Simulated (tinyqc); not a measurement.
What the excited states change: donors with valley-orbit split 1s states.

Each donor binds at most one electron, in any of its states. For a site s, W_s = sum over its states of g exp(E/kT), and the ionised share is 1/(1 + W_s exp(eta)), eta = (EF - Ec)/kT; n = Nc F_1/2(eta); neutrality n + NA = ND x (mean ionised share); holes are neglected. Nc from N = 2 (m kB T/(4 pi c))^(3/2) with c = hbar^2/2m0, in 1/angstrom^3; times 1e24 for 1/cm^3, m = md. F_j(eta) = (1/Gamma(j + 1)) integral_0^infinity x^j dx/(1 + exp(x - eta)), which tends to exp(eta) for eta << 0.

Constants: hbar^2/2m0 = 3.80998211 eV angstrom^2; kB = 8.617333262e-05 eV/K.

Parameters, chosen for this exercise (near those of P in Si; shifted at random, so the results belong to these values and not to a real crystal): md = 1.09 m0 (density-of-states mass of the conduction band); E = (45, 33.5, 31.7) meV (binding energies of 1s(A1), 1s(T2), 1s(E)); g = (2, 6, 4) (their degeneracies with spin); ND = 4.9e+16 1/cm^3 (donors); NA = 1.4e+16 1/cm^3 (compensating acceptors, all ionised).

The last columns keep only the ground state of each site (g = 2).

Results:

| T (K) | effective degeneracy | eta | n (1/cm^3) | n, ground states only | ratio |
|---|---|---|---|---|---|
| 40 | 2.30 | -12.97 | 3.23e+12 | 3.72e+12 | 0.870 |
| 60 | 2.95 | -8.90 | 3.47e+14 | 5.04e+14 | 0.688 |
| 80 | 3.71 | -7.20 | 2.93e+15 | 4.67e+15 | 0.628 |
| 110 | 4.77 | -6.35 | 1.10e+16 | 1.66e+16 | 0.666 |
| 150 | 5.89 | -6.17 | 2.10e+16 | 2.76e+16 | 0.762 |
| 200 | 6.93 | -6.32 | 2.79e+16 | 3.24e+16 | 0.862 |
| 250 | 7.68 | -6.55 | 3.10e+16 | 3.38e+16 | 0.918 |
| 300 | 8.24 | -6.78 | 3.25e+16 | 3.43e+16 | 0.947 |
| 400 | 9.02 | -7.17 | 3.38e+16 | 3.47e+16 | 0.973 |
| 500 | 9.53 | -7.49 | 3.43e+16 | 3.48e+16 | 0.984 |

The effective degeneracy grows from 2.30 to 9.53. Excited states hold electrons back, so the ratio is never above 1; it is lowest, 0.628, at 80 K of those listed, and 0.947 at 300 K. At low T the excited states empty out, and at high T more donors are ionised (n is 98 % of ND - NA in the last row), so the effect is largest in between.

Run: tinyqc, `OMP_NUM_THREADS=1 python tinyqc.py 1682479 1682480 out.jsonl`; Intel(R) Xeon(R) Processor @ 2.30GHz, one thread, shared host; about 0.02 s of CPU time with all checks.
